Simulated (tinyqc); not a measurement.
Contact resistivity and sheet resistance from two contact lengths.

Inverse problem. Rc = [sqrt(rc Rsh)/Wc] coth(Lc/(2 LT)), LT = sqrt(rc/Rsh), Wc = 90 nm; the second contact is twice as long as the first. Find LT, rc and Rsh.

Rc for Lc = 18 and 36 nm (ohm): 72.2192688  40.5770535

Answer. With t = tanh(Lc/(2 LT)) for the shorter contact, the resistance of the longer over that of the shorter is (1 + t^2)/2. Then sqrt(rc Rsh) = Rc t Wc, and rc and Rsh follow by multiplying and dividing by LT.

LT = 24.5 nm
rc = 5.60e-10 ohm cm^2
Rsh = 93.3 ohm

Numbers from tinyqc (`OMP_NUM_THREADS=1 python tinyqc.py 2170051 2170052 out.jsonl`; about 0.03 s on one thread of a shared Intel Xeon 2.30GHz).
